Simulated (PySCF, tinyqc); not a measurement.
Inside a calculation. Method: RKS/exchange-only LDA in the 3-21g basis, for H3+, spin multiplicity 1. The lowest restricted solution is unstable here: a spin-polarised one lies 0.0061 hartree lower (PySCF). One step of it, computed by the program tinyqc.

Problem. Iteration 8 (converged): orbitals. Diagonalise F' = X^T F X, C = X C', fill 1 alpha and 1 beta electrons from the bottom; D = 2 C_occ C_occ^T. Each column has its largest component positive (the first on a tie).

converged F (hartree), lower triangle:
```
           1H 1s      1H 2s      2H 1s      2H 2s      3H 1s      3H 2s
1H 1s  -0.143586
1H 2s  -0.489759  -0.486488
2H 1s  -0.095958  -0.225206  -0.190540
2H 2s  -0.218954  -0.307243  -0.501095  -0.442463
3H 1s  -0.095958  -0.225206  -0.000047  -0.014829  -0.190540
3H 2s  -0.218954  -0.307243  -0.014829  -0.066650  -0.501095  -0.442463
```

X:
```
               1          2          3          4          5         6
1H 1s  -0.797865   0.000000   0.882678   0.628340   0.000000  0.257413
1H 2s   1.711424   0.000000  -0.587627   0.275150   0.000000  0.365732
2H 1s   0.458581  -0.850927   0.680043  -0.428455   0.405043  0.185703
2H 2s  -1.100704   0.897538  -0.493423  -0.192329   0.384008  0.268402
3H 1s   0.458581   0.850927   0.680043  -0.428455  -0.405043  0.185703
3H 2s  -1.100704  -0.897538  -0.493423  -0.192329  -0.384008  0.268402
```

Give: F' = X^T F X; orbital energies; coefficients C; D after iteration 8.

Solution.

F' = X^T F X (hartree), lower triangle:
```
         1        2       3        4        5        6
1   0.5285
2   0.0000   0.6042
3  -0.0470   0.0000  0.6512
4  -0.3360   0.0000  0.0091  -0.1602
5   0.0000  -0.1635  0.0000   0.0000  -0.4759
6  -0.0255   0.0000  0.0126   0.0110   0.0000  -0.6168
```

orbital energies (hartree): MO1 -0.6176, MO2 -0.5001, MO3 -0.2970, MO4 0.6108, MO5 0.6284, MO6 0.7064

coefficients C:
```
          MO1      MO2      MO3      MO4      MO5      MO6
1H 1s  0.2279   0.0000   0.2898  -0.0299   0.0000  -1.3191
1H 2s  0.4008   0.0000   0.8958  -0.5097   0.0000   1.5036
2H 1s  0.1924   0.2760  -0.2166  -0.8983   0.9011  -0.0038
2H 2s  0.2538   0.5113  -0.5978   0.9885  -0.8316  -0.4063
3H 1s  0.1924  -0.2760  -0.2166  -0.8983  -0.9011  -0.0038
3H 2s  0.2538  -0.5113  -0.5978   0.9885   0.8316  -0.4063
```

D after iteration 8, lower triangle:
```
        1H 1s   1H 2s   2H 1s   2H 2s   3H 1s   3H 2s
1H 1s  0.1039
1H 2s  0.1827  0.3213
2H 1s  0.0877  0.1542  0.0740
2H 2s  0.1157  0.2035  0.0977  0.1288
3H 1s  0.0877  0.1542  0.0740  0.0977  0.0740
3H 2s  0.1157  0.2035  0.0977  0.1288  0.0977  0.1288
```
